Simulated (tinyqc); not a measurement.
From results back to parameters: WKB tunnelling through a gate dielectric with a two-band (Franz) dispersion. Three cases, with inputs chosen for the exercise.

Problem. In the Fowler-Nordheim regime with a parabolic band J/F^2 is proportional to exp(-B/F), B = (4/3) sqrt(m/c) phi^(3/2), c = hbar^2/2m0, 1 V/angstrom = 100 MV/cm. The ratio below was computed from a hidden barrier.

Constants: hbar^2/2m0 = 3.80998211 eV angstrom^2.

Case 1.

Values chosen (out of a larger set: of the size used for AlN on silicon; not measured data):
- m = 0.33 m0 (mass at the conduction edge)
- F1 = 6.4 MV/cm (first field)
- F2 = 10.7 MV/cm (second field)

ln[(J2/F2^2)/(J1/F1^2)] = 5.36541

Case 2.

Values chosen (out of a larger set: of the size used for La2O3 on silicon; not measured data):
- m = 0.3 m0 (mass at the conduction edge)
- F1 = 6.4 MV/cm (first field)
- F2 = 12.3 MV/cm (second field)

ln[(J2/F2^2)/(J1/F1^2)] = 10.75360

Case 3.

Values chosen (out of a larger set: of the size used for SiO2 on silicon; not measured data):
- m = 0.5 m0 (mass at the conduction edge)
- F1 = 7.1 MV/cm (first field)
- F2 = 10.9 MV/cm (second field)

ln[(J2/F2^2)/(J1/F1^2)] = 13.89588

Find: B; phi.

Solution. B is the logarithm divided by 1/F1 - 1/F2; then phi = (3 B/(4 sqrt(m/c)))^(2/3). The slope fixes only m phi^3, so the mass must be known.

Case 1.

B = 85.45 MV/cm
phi = 1.680 eV

Case 2.

B = 143.48 MV/cm
phi = 2.450 eV

Case 3.

B = 283.00 MV/cm
phi = 3.250 eV

Computed by tinyqc, one run a case: `OMP_NUM_THREADS=1 python tinyqc.py N N+1 out.jsonl` with N = 1480547, 1480549, 1480569; one thread of a shared Intel(R) Xeon(R) Processor @ 2.30GHz, about 0.01 s a run at most.
